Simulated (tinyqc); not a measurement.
Anisotropic elasticity and sound waves of a cubic crystal. Changing the C12. Computed by tinyqc, a small Python program. Command: `OMP_NUM_THREADS=1 python tinyqc.py 3003885 3003886 out.jsonl cubicelastic sweep`. One thread of a shared host (Intel(R) Xeon(R) Processor @ 2.30GHz), about 0.01 s of CPU time with the checks.

Voigt order 1..6 = xx, yy, zz, yz, xz, xy, with engineering shear strains. The rotated frame has x' as named, z' along the wafer normal and y' = z' x x'.

Inputs (values chosen for the exercise, modelled on indium arsenide):

| quantity | value | unit |
|---|---|---|
| C11 | 83.07 | GPa |
| C44 | 39.21 | GPa |
| expansion coefficient of the film | 4.6 | ppm/K |
| expansion coefficient of the substrate | 4.2 | ppm/K |
| cooling Delta T | 300 | K |

Frame: (110) wafer, x' along [001].

direction cosines a (rows x', y', z' in the cube axes):
```
           x          y         z
x'  0.000000   0.000000  1.000000
y'  0.707107  -0.707107  0.000000
z'  0.707107   0.707107  0.000000
```

Method:
- S11 = (C11 + C12)/D, S12 = -C12/D, D = (C11 - C12)(C11 + 2 C12), S44 = 1/C44. Zener ratio A = 2 C44/(C11 - C12); S0 = S11 - S12 - S44/2; H = 2 C44 + C12 - C11.
- C'_ijkl = C12 delta_ij delta_kl + C44 (delta_ik delta_jl + delta_il delta_jk) - H sum_m a_im a_jm a_km a_lm.
- Invert C' to S'. E along x' = 1/S'11, along y' = 1/S'22; Poisson ratios nu(x'y') = -S'12/S'11 and nu(x'z') = -S'13/S'11; in-plane shear modulus 1/S'66.
- On cooling, a thick substrate imposes eps_1 = eps_2 = (alpha_film - alpha_substrate) Delta T and eps_6 = 0; the free surface sets sigma_3 = sigma_4 = sigma_5 = 0, which fixes eps_3, eps_4, eps_5. Biaxial modulus M = (sigma_1 + sigma_2)/(2 eps); energy density M eps^2. Elastic response and constant coefficients are assumed.

One run for each value:

| C12 (GPa) | E along x' (GPa) | biaxial modulus M (GPa) | Zener ratio A | nu(x'z') | in-plane shear modulus (GPa) |
|---|---|---|---|---|---|
| 13.0 | 79.55 | 95.4 | 1.119 | 0.1353 | 39.21 |
| 21.8 | 74.01 | 102.5 | 1.280 | 0.2079 | 39.21 |
| 30.6 | 66.59 | 108.1 | 1.495 | 0.2692 | 39.21 |
| 39.5 | 57.61 | 112.4 | 1.800 | 0.3223 | 39.21 |
| 48.3 | 47.55 | 115.6 | 2.255 | 0.3677 | 39.21 |
| 57.1 | 36.55 | 117.9 | 3.020 | 0.4074 | 39.21 |
| 65.9 | 24.77 | 119.3 | 4.567 | 0.4424 | 39.21 |
| 74.8 | 12.19 | 119.9 | 9.482 | 0.4738 | 39.21 |

Over the rows, E along x' (GPa) falls from 79.6 to 12.2 (exponent d ln y / d ln x -0.14 between the first rows and -5.6 between the last); biaxial modulus M (GPa) rises from 95.4 to 120 (exponent d ln y / d ln x 0.14 between the first rows and 0.042 between the last); Zener ratio A rises from 1.12 to 9.48 (exponent d ln y / d ln x 0.26 between the first rows and 5.8 between the last). As C12 nears C11 the shear constant (C11 - C12)/2 vanishes, and directions that use it turn soft. Left out: 4.15 (the crystal is unstable or isotropic).
